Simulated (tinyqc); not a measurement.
Finite-difference solution of the diffusion equation on a small grid: one step, computed by the program tinyqc. Command: `OMP_NUM_THREADS=1 python tinyqc.py 3010462 3010463 out.jsonl fdiff walk`. One thread of a shared host (Intel(R) Xeon(R) Processor @ 2.30GHz), about 0.01 s of CPU time with the checks.

dC/dt = D d2C/dx2 on nodes x_j = j dx, j = 0..8; the far end is sealed.

Task: Amplification factors. The mode of M with eigenvalue mu has its amplitude multiplied per step by g = (1 + (1 - theta) r mu)/(1 - theta r mu), with theta = 0 explicit, 1 implicit, 1/2 Crank-Nicolson; the explicit scheme is stable for r up to 2/|mu_min|.

Boundary at x = 0: sealed surface. Scheme: explicit.

operator M:
```
    0   1   2   3   4   5   6   7
0  -2   2   0   0   0   0   0   0
1   1  -2   1   0   0   0   0   0
2   0   1  -2   1   0   0   0   0
3   0   0   1  -2   1   0   0   0
4   0   0   0   1  -2   1   0   0
5   0   0   0   0   1  -2   1   0
6   0   0   0   0   0   1  -2   1
7   0   0   0   0   0   0   1  -2
8   0   0   0   0   0   0   0   2

    8
0   0
1   0
2   0
3   0
4   0
5   0
6   0
7   1
8  -2
```

mesh ratio r = 0.384

Give: eigenvalues mu of M; factors g; largest stable r of the explicit scheme.

Result:

eigenvalues mu of M: -4.000  -3.848  -3.414  -2.765  -2.000  -1.235  -0.586  -0.152  0.000

factors g: -0.536  -0.478  -0.311  -0.062  0.232  0.526  0.775  0.942  1.000

largest stable r of the explicit scheme = 0.5

The smallest factor is -0.536: the shortest waves flip sign at each step while they decay.
